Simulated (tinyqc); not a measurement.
Empirical pseudopotential in a few plane waves, step by step. One step of it, computed by the program tinyqc.

Problem. Levels at k. Diagonalise the Hermitian matrix.

H(k) at k (eV), lower triangle:
```
           +0+0+0     -1-1-1     -1-1+1     -1+1-1     -1+1+1     +1-1-1     +1-1+1     +1+1-1
+0+0+0   1.487115
-1-1-1   2.395549  13.174013
-1-1+1  -2.395549   0.000000  17.577771
-1+1-1  -2.395549   0.000000   0.380959   5.721498
-1+1+1  -2.395549  -0.380959   0.000000   0.000000  10.125257
+1-1-1  -2.395549   0.000000   0.380959   0.380959   0.000000  18.255272
+1-1+1  -2.395549  -0.380959   0.000000   0.000000   0.380959   0.000000  22.659031
+1+1-1  -2.395549  -0.380959   0.000000   0.000000   0.380959   0.000000   0.380959  10.802758
+1+1+1   2.395549   0.000000  -0.380959  -0.380959   0.000000  -0.380959   0.000000   0.000000
-2+0+0   0.000000  -2.395549  -2.395549  -2.395549   2.395549   0.471413  -0.471413  -0.471413
+0-2+0   0.000000  -2.395549  -2.395549   0.471413  -0.471413  -2.395549   2.395549  -0.471413
+0+0-2   0.000000  -2.395549   0.471413  -2.395549  -0.471413  -2.395549  -0.471413   2.395549
+0+0+2   0.000000  -0.471413   2.395549  -0.471413  -2.395549  -0.471413  -2.395549   0.471413
+0+2+0   0.000000  -0.471413  -0.471413   2.395549  -2.395549  -0.471413   0.471413  -2.395549
+2+0+0   0.000000  -0.471413  -0.471413  -0.471413   0.471413   2.395549  -2.395549  -2.395549

           +1+1+1     -2+0+0     +0-2+0     +0+0-2     +0+0+2     +0+2+0     +2+0+0
+1+1+1  15.206516
-2+0+0  -0.471413  13.343388
+0-2+0  -0.471413   0.380959  25.877162
+0+0-2  -0.471413   0.380959   0.380959  14.020889
+0+0+2  -2.395549  -0.380959  -0.380959   0.000000  22.828406
+0+2+0  -2.395549  -0.380959   0.000000  -0.380959   0.380959  10.972133
+2+0+0  -2.395549   0.000000  -0.380959  -0.380959   0.380959   0.380959  23.505907
```

Give: eigenvalues.

Solution.

eigenvalues (eV): -1.5832  3.5748  7.5153  7.7028  10.7416  13.0368  13.5513  15.2362  17.0576  17.6780  18.3914  22.1414  24.8597  25.9549  29.6986
